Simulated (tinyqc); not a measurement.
Classical nucleation, growth and JMAK kinetics of crystallisation from a melt or glass: one step, computed by the program tinyqc. Command: `OMP_NUM_THREADS=1 python tinyqc.py 3019064 3019065 out.jsonl nucl walk`. One thread of a shared host (Intel(R) Xeon(R) Processor @ 2.30GHz), about 0.01 s of CPU time with the checks.

A spherical nucleus cap on a flat wall with a sharp interface of isotropic energy gamma; lambda = Omega^(1/3) is the jump distance.

Problem. Steady nucleation rate. Driving force per volume: dG = H [(T_m - T)/T_m] [2 T/(T_m + T)]. Shape factor f = (2 + cos theta)(1 - cos theta)^2/4. W(r) = f [4 pi r^2 gamma - (4/3) pi r^3 dG]; r* = 2 gamma/dG; W* = f 16 pi gamma^3/(3 dG^2); n* = f (4/3) pi r*^3/Omega. D = D0 exp(-Q/(k_B T)); attachment rate k+ = (A*/lambda^2) D/lambda^2 with A* = 2 pi r*^2 (1 - cos theta); Zeldovich factor Z = sqrt(W*/(3 pi k_B T))/n*; sites per volume N = S_v/lambda^2; I = N Z k+ exp(-W*/(k_B T)); lag time = 1/(4 pi Z^2 k+).

Inputs (values chosen for the exercise, for a model substance):

| quantity | value | unit |
|---|---|---|
| melting point T_m | 1440 | K |
| heat of melting per volume H | 2160 | J/cm^3 |
| interface energy gamma | 0.278 | J/m^2 |
| atomic volume Omega | 22.1 | angstrom^3 |
| temperature T | 928 | K |
| diffusion prefactor D0 | 8.1e-07 | m^2/s |
| activation energy Q | 1.99 | eV |
| contact angle theta | 55 | degrees |
| wall area per volume S_v | 2.1e+06 | 1/m |

Nucleation: on a flat wall. Driving force: Thompson-Spaepen.

Constants: k_B = 8.617333262e-05 eV/K; k_B = 1.380649e-23 J/K.

Give: diffusivity D; attachment rate k+; Zeldovich factor Z; sites N; nucleation rate I; lag time.

Solution.

diffusivity D = 1.262e-17 m^2/s

attachment rate k+ = 4653 1/s

Zeldovich factor Z = 0.05614

sites N = 2.667e+25 1/m^3

nucleation rate I = 8.001e+23 1/(m^3 s)

lag time = 0.005426 s
